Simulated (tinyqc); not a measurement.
Wafer bonding and layer transfer: bond energy, gap closing, particles, bonding of dissimilar wafers and hydrogen blisters: one step, computed by the program tinyqc.

gamma is the energy per area of each of the two surfaces; plates are isotropic.

Task: Blistering after hydrogen implantation. A flat crack of radius r under a layer of thickness d, as a clamped plate: centre height w = 3 p r^4/(16 E' d^3), volume pi r^2 w/3, energy release G = 3 p^2 r^4/(32 E' d^3), E' = E1/(1 - nu^2). It grows when G = 2 gamma_s. The gas comes from the area pi r^2: p V = (dose x share/2) pi r^2 k_B T, and G = p w/2 = (3/2) N k_B T with N the H2 molecules per area. Share needed: G = 2 gamma_s. The pressure and height at growth are given for r = 10 d.

Inputs (values chosen for the exercise, with wafer 1 close to silicon): Young's modulus E1 = 159 GPa; Poisson ratio nu = 0.24; implant depth d = 0.28 micrometre; hydrogen dose = 4.9 1e16/cm^2; share of the dose released as H2 = 0.18; surface energy of the weakened plane gamma_s = 1.3 J/m^2; anneal temperature T = 700 K.

Constants: k_B = 1.380649e-23 J/K.

Give: energy release G; share of the dose needed; pressure at growth; height at growth.

Result:

energy release G = 0.6393 J/m^2

share of the dose needed = 0.7320

pressure at growth = 40.88 MPa

height at growth = 127.2 nm

The released gas does not suffice by this estimate. In this plate limit G depends on neither r nor d.
